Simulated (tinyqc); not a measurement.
Rapid thermal processing of a wafer: radiative balance, ramp and cooling, pattern effects, pyrometer error and spike budget: one step, computed by the program tinyqc.

The wafer is opaque and uniform through its thickness unless said otherwise; temperatures in formulas are in kelvin (C + 273.15). sigma = 5.670374419e-12 W/(cm^2 K^4).

Question. Power to hold and to ramp. Effective emissivity between parallel grey plates: eps_eff = 1/(1/eps + 1/(1 - r) - 1). Loss per area q(T) = 2 eps_eff sigma (T^4 - T_w^4) + h (T - T_w). Absorbed power during a ramp = q(T) + C d x ramp rate; thermal time constant tau = C d/(dq/dT), dq/dT = 8 eps_eff sigma T^3 + h; natural cooling rate q/(C d); front-to-back difference under one-sided heating at the end of the ramp = (absorbed power) d/(2 k).

Inputs (values chosen for the exercise, modelled on a hot silicon wafer):
```
quantity                                              value         unit
wafer thickness d                                       525   micrometre
heat capacity per volume C                              2.3   J/(cm^3 K)
thermal conductivity k                                 0.22     W/(cm K)
emissivity eps of each face                            0.63            -
reflectivity of the chamber walls r                    0.58            -
gas heat-transfer coefficient h, both faces together    3.7  mW/(cm^2 K)
wall temperature T_w                                    350            K
process temperature                                     879            C
ramp rate                                                98          K/s
```

Give: eps_eff; holding power q; power at the end of the ramp; dq/dT; time constant tau; natural cooling rate; front-to-back difference.

Answer.

eps_eff = 0.3369

holding power q = 9.643 W/cm^2

power at the end of the ramp = 21.48 W/cm^2

dq/dT = 27.07 mW/(cm^2 K)

time constant tau = 4.460 s

natural cooling rate = 79.86 K/s

front-to-back difference = 2.563 K

Radiation carries 69 % of the loss. The ramp needs 2.2 times the holding power.
